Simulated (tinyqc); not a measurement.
## Transfer length from front and end resistance

Problem. A contact of length d and width W has Rc = (Rsh Lt/W) coth(d/Lt) and Re = (Rsh Lt/W)/sinh(d/Lt), with Rsh the sheet resistance under the metal and Lt = sqrt(rc/Rsh). Find Lt, Rsh and rc.

Inputs (values chosen for the exercise):
- d = 0.012 um (contact length)
- W = 9.9 um (contact width)

Rc = 186.27481 ohm
Re = 184.64085 ohm

Answer. Rc/Re = cosh(d/Lt) gives Lt, and Re then gives Rsh.

Lt = 0.09027 um
Rsh = 2700 ohm/sq
rc = 2.200e-7 ohm cm^2

Numbers from tinyqc (`OMP_NUM_THREADS=1 python tinyqc.py 2760169 2760170 out.jsonl`; about 0.01 s on one thread of a shared Intel Xeon 2.30GHz).
